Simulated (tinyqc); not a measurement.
Plasmons of a degenerate electron gas in the random-phase approximation: one step. Scales of the gas. Three cases, with inputs chosen for the exercise.

Question. Also rs = (3/(4 pi n))^(1/3) m/(a0 eb).

Zero temperature, parabolic band: kF = (3 pi^2 n)^(1/3), EF = c kF^2/m, Ep^2 = 8 pi c e2 n/(m eb), qTF^2 = 6 pi e2 n/(eb EF), c = hbar^2/2m0, e2 = e^2/(4 pi eps0), n in 1/angstrom^3 (1e-24 per 1/cm^3).

Constants: hbar^2/2m0 = 3.80998211 eV angstrom^2; e^2/(4 pi eps0) = 14.39964547 eV angstrom; a0 (Bohr radius) = 0.5291772105 angstrom.

Case 1.

Values chosen (out of a larger set: mass and background constant near those of InP; polar phonons, which mix with the plasmon in the real crystal, and the rise of the mass with filling are left out; not measured data): n = 1.1e+19 1/cm^3 (electron density); m = 0.0778 m0 (mass); eb = 9.37 (background dielectric constant).

Case 2.

Values chosen (out of a larger set: mass and background constant near those of InP; polar phonons, which mix with the plasmon in the real crystal, and the rise of the mass with filling are left out; not measured data): n = 2.6e+18 1/cm^3 (electron density); m = 0.0794 m0 (mass); eb = 9.57 (background dielectric constant).

Case 3.

Values chosen (out of a larger set: a free-electron density near that of Na; not measured data): n = 2.71e+22 1/cm^3 (electron density); m = 1 m0 (mass); eb = 1 (background dielectric constant).

Give: kF; EF; Ep; qTF; hbar vF; rs.

Answer.

Case 1.

kF = 0.068803 1/angstrom
EF = 231.82 meV
Ep = 144.24 meV
qTF = 0.037075 1/angstrom
hbar vF = 6.7387 eV angstrom
rs = 0.438

Ep/EF = 0.622. With rs below 1 the random-phase approximation is within its range.

Case 2.

kF = 0.042540 1/angstrom
EF = 86.836 meV
Ep = 68.688 meV
qTF = 0.029141 1/angstrom
hbar vF = 4.0825 eV angstrom
rs = 0.707

Ep/EF = 0.791. With rs below 1 the random-phase approximation is within its range. Ep lies within a factor 2 of the LO phonon of such a crystal (about 43 meV), so the real modes are coupled plasmon-phonon branches.

Case 3.

kF = 0.92924 1/angstrom
EF = 3.2899 eV
Ep = 6.1128 eV
qTF = 1.4953 1/angstrom
hbar vF = 7.0808 eV angstrom
rs = 3.903

Ep/EF = 1.858. With rs above 1 exchange and correlation, left out here, lower the dispersion noticeably.

Computed by tinyqc, one run a case: `OMP_NUM_THREADS=1 python tinyqc.py N N+1 out.jsonl` with N = 1681284, 1681286, 1681899; one thread of a shared Intel(R) Xeon(R) Processor @ 2.30GHz, about 0.01 s a run at most.
